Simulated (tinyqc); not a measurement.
# Implant damage, amorphisation by cascade overlap, and solid-phase epitaxial regrowth, step by step

A worked calculation. Computed by tinyqc, a small Python program that keeps every step. Command: `OMP_NUM_THREADS=1 python tinyqc.py 3112079 3112080 out.jsonl sper walk`. One thread of a shared host (Intel(R) Xeon(R) Processor @ 2.30GHz), about 0.01 s of CPU time with the checks. Intermediate numbers are printed to about 6 digits and carried at full precision; extremes and crossings named in words are read from the listed rows.

Range and width of the damage are inputs. Dynamic annealing enters only through the surviving share f.

Inputs (values chosen for the exercise, modelled on silicon ions in silicon): atomic density N = 49.9 1/nm^3; ion Z1 = 14; ion mass M1 = 28 u; target Z2 = 14; target mass M2 = 28.09 u; ion energy E = 11 keV; displacement energy E_d = 17 eV; depth of the damage peak R_d = 10 nm; width of the damage profile s_d = 4.6 nm; share of defects that survive f = 1; critical displaced share x_c = 0.11; dose Q = 5.9e+14 1/cm^2; overlaps needed n = 1; area amorphised by one track A_i = 3.5 nm^2; regrowth prefactor v0 = 5.5e+15 nm/s; regrowth energy E_a = 2.68 eV; anneal temperature = 664 C; rate relative to (100) = 0.33; peak enhancement by the dopant = 7.1; ramp rate = 180 K/s.

Constants: a_0 = 0.529177210903 angstrom; e^2/(4 pi eps_0) = 14.39964548 eV angstrom; k_B = 8.617333262e-05 eV/K.

## Damage energy and displacements per ion

Robinson partition: eps = E a M2/(Z1 Z2 (e^2/(4 pi eps_0)) (M1 + M2)), a = 0.8853 a_0/sqrt(Z1^(2/3) + Z2^(2/3)); k = 0.0793 Z1^(2/3) Z2^(1/2) (M1 + M2)^(3/2)/((Z1^(2/3) + Z2^(2/3))^(3/4) M1^(3/2) M2^(1/2)); damage energy T_d = E/(1 + k (eps + 0.40244 eps^(3/4) + 3.4008 eps^(1/6))); displacements nu = 0.8 T_d/(2 E_d).

reduced energy eps = 0.268278

k = 0.146521

damage energy T_d = 7.52671 keV

T_d/E = 0.684247

displacements per ion nu = 177.099

32 % of the energy goes to electrons.

## The amorphous layer

Displaced share x(z) = f nu Q exp(-(z - R_d)^2/(2 s_d^2))/(sqrt(2 pi) s_d N); the layer is amorphous where x > x_c, between R_d -/+ s_d sqrt(2 ln(x_max/x_c)), the upper edge being cut at the surface. Threshold dose Q_c = Q x_c/x_max.

peak displaced share x_max = 1.81602

threshold dose Q_c = 3.57375e+13 1/cm^2

upper edge = 0 nm

lower edge = 20.8932 nm

The layer reaches the surface. Caution: x above 1 counts atoms displaced more than once.

## Damage left below the interface

Displaced atoms per area beyond the lower edge z2: f nu Q (1/2) erfc((z2 - R_d)/(sqrt2 s_d)); they are not removed by regrowth.

share of the damage beyond z2 = 0.00894013

displaced atoms beyond z2 = 9.34141e+14 1/cm^2

## Layer against dose

The formulas are those given above.

Dose series; the last column is f nu Q erfc((z2 - R_d)/(sqrt2 s_d))/2:
```
Q (1/cm^2)    x_max  upper edge (nm)  lower edge (nm)  displaced atoms beyond z2 (1/cm^2)
3.93e+13    0.12097          7.99466          12.0053                         2.30681e+15
5.36e+13    0.16498          5.85822          14.1418                         1.74622e+15
8.93e+13    0.27487          3.77451          16.2255                         1.39123e+15
1.43e+14    0.44015          2.33953          17.6605                         1.21370e+15
2.50e+14    0.76950          0.92678          19.0732                         1.07498e+15
4.29e+14    1.32046          0.00000          20.2555                         9.79440e+14
8.93e+14    2.74865          0.00000          21.6706                         8.83911e+14
1.79e+15    5.50961          0.00000          22.8698                         8.15599e+14
```

A dose 46 times larger moves the lower edge from 12.0 to 22.9 nm, as the root of a logarithm, and the damage beyond it falls by a factor 2.8, since the edge lies on an ever steeper tail. The layer reaches the surface at Q_c exp(R_d^2/(2 s_d^2)) = 3.80e14 per cm^2.

## Overlap model

Gibbons model: a point turns amorphous after n + 1 hits; with y = A_i Q the amorphous share is 1 - exp(-y) sum_(k=0..n) y^k/k!. Doses are set by y.

Amorphous share:
```
y     Q (1/cm^2)  direct impact (n = 0)   given n
0.1  2.85714e+12               0.095163  0.004679
0.3  8.57143e+12               0.259182  0.036936
0.6  1.71429e+13               0.451188  0.121901
1.0  2.85714e+13               0.632121  0.264241
2.0  5.71429e+13               0.864665  0.593994
3.0  8.57143e+13               0.950213  0.800852
5.0  1.42857e+14               0.993262  0.959572
8.0  2.28571e+14               0.999665  0.996981
```

At small y the share grows as y^2; between the first rows the exponent is 1.88.

## Isothermal regrowth

v = v0 x orientation factor x exp(-E_a/(k_B T)) x [1 + (enhancement - 1) exp(-(z - R_d)^2/(2 s_d^2))], T = anneal temperature + 273.15 K; the dopant is taken to follow the damage profile; the lower front moves from the lower edge z2 to the surface, or to the middle (z1 + z2)/2 of a buried layer with upper edge z1; time = int dz/v; the equivalent undoped distance is that time times the undoped velocity.

undoped velocity = 7.02183 nm/s

distance to regrow = 20.8932 nm

time without enhancement = 2.97547 s

equivalent undoped distance = 6.28733 nm

time with enhancement = 0.895398 s

The rate doubles for each 20 K or so near this temperature.

## Regrowth during a ramp

On a linear ramp from 200 C regrowth ends at the T_f where int v_undoped dT/(ramp rate) equals the equivalent undoped distance.

temperature at which regrowth ends = 714.495 C

Checks made by the program: tail against quadrature of x(z) N (relative difference below 1e-10).
